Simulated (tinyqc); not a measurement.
Pillar capacitor in an array: capacitance, non-linearity, leakage and relaxation: one step of the calculation.

A film between two metal electrodes, each interface adding a series capacitance ci. The small-signal permittivity is ek (1 + aq E^2); the field is found with the linear permittivity. Leakage J = J0 sinh(E/Ef). After a voltage step the film passes a relaxation current kr C V tt^(-nr), tt being the time in seconds. The sidewall is a coaxial capacitor with radii a = dm/2 and b = dm/2 + t, depth AR dm; the end face is left out.

Task. Planar capacitance, field and non-linearity. Planar film: Cf = eps0 ek/t, 1/C = 1/Cf + 2/ci, EOT = 3.9 eps0/C, effective permittivity C t/eps0, E = (V/t) C/Cf; quadratic coefficient [C(V)/C - 1]/V^2 with Cf (1 + aq E^2) in C(V).

Parameters, values chosen for the exercise; permittivity of the order of that of tantalum oxide:
```
symbol,value,unit,meaning
ek,22.9,,relative permittivity of the film
t,25,nm,film thickness
ci,280,uF/cm^2,capacitance of each electrode interface (dead layer and screening)
aq,0.0076,cm^2/MV^2,quadratic field coefficient of the permittivity
V,0.7,V,bias
J0,7.8e-11,A/cm^2,leakage prefactor
Ef,0.36,MV/cm,field for an e-fold rise of the leakage
```

Constants: eps0 = 8.8541878128e-14 F/cm where lengths are in cm. Results are converted to the units shown.

Give: Cf; C; EOT; effective permittivity; E; quadratic coefficient; J.

Result.

Cf = 0.81104 uF/cm^2
C = 0.80637 uF/cm^2
EOT = 4.2823 nm
effective permittivity = 22.768
E = 0.27839 MV/cm
quadratic coefficient = 1195.1 ppm/V^2
J = 6.6511e-11 A/cm^2

The interfaces take 0.576 % of the voltage.

Numbers from tinyqc (`OMP_NUM_THREADS=1 python tinyqc.py 2102038 2102039 out.jsonl`; about 0.01 s on one thread of a shared Intel Xeon 2.30GHz).
